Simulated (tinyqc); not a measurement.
Three-band (Emery) model of a CuO2 plane downfolded to one band: one step. Loewdin downfolding onto d. Three cases, with inputs chosen for the exercise.

Problem. h(E) = H_dd + V (E - H_pp)^-1 V^T with V = H_dp. The level solves E = h(E). Newton: start at E = 0, set Z = 1/(1 - dh/dE) = 1/(1 + |(E - H_pp)^-1 V^T|^2) and E(new) = E + Z (h - E); stop when the step is below 1e-9 eV.

Give: Iterations.

Case 1.

H (eV), rows d, px, py and columns alike:
$$\begin{pmatrix}
0 & 0.606908 & -0.745010 \\
0.606908 & -3.900000 & -0.150433 \\
-0.745010 & -0.150433 & -3.900000
\end{pmatrix}$$

Solution.

Iterations:
```
i   E (eV)  h(E) (eV)       Z
0  0.00000    0.24607  0.9385
1  0.23093    0.23181  0.9450
2  0.23176    0.23176  0.9450
3  0.23176    0.23176  0.9450
```

The first value, h(0) = 0.2461 eV, is the energy-independent downfolding; the root is 0.2318 eV, so h(0) is 6 % too high. The final Z is the d weight of the state.

Case 2.

H (eV), rows d, px, py and columns alike:
$$\begin{pmatrix}
0 & 0.921367 & -1.001299 \\
0.921367 & -1.800000 & -0.169589 \\
-1.001299 & -0.169589 & -1.800000
\end{pmatrix}$$

Solution.

Iterations:
```
i   E (eV)  h(E) (eV)       Z
0  0.00000    1.13528  0.5896
1  0.66933    0.80492  0.7408
2  0.76977    0.77124  0.7568
3  0.77088    0.77088  0.7570
4  0.77088    0.77088  0.7570
```

The first value, h(0) = 1.1353 eV, is the energy-independent downfolding; the root is 0.7709 eV, so h(0) is 47 % too high. The final Z is the d weight of the state.

Case 3.

H (eV), rows d, px, py and columns alike:
$$\begin{pmatrix}
0 & 2.455718 & -0.621725 \\
2.455718 & -2.900000 & -0.703541 \\
-0.621725 & -0.703541 & -2.900000
\end{pmatrix}$$

Solution.

Iterations:
```
i   E (eV)  h(E) (eV)       Z
0  0.00000    2.62259  0.4737
1  1.24232    1.72409  0.6793
2  1.56960    1.58247  0.7160
3  1.57881    1.57882  0.7169
4  1.57882    1.57882  0.7169
```

The first value, h(0) = 2.6226 eV, is the energy-independent downfolding; the root is 1.5788 eV, so h(0) is 66 % too high. The final Z is the d weight of the state.

Computed by tinyqc, one run a case: `OMP_NUM_THREADS=1 python tinyqc.py N N+1 out.jsonl` with N = 1450959, 1451024, 1451218; one thread of a shared Intel(R) Xeon(R) Processor @ 2.30GHz, about 0.05 s a run at most.
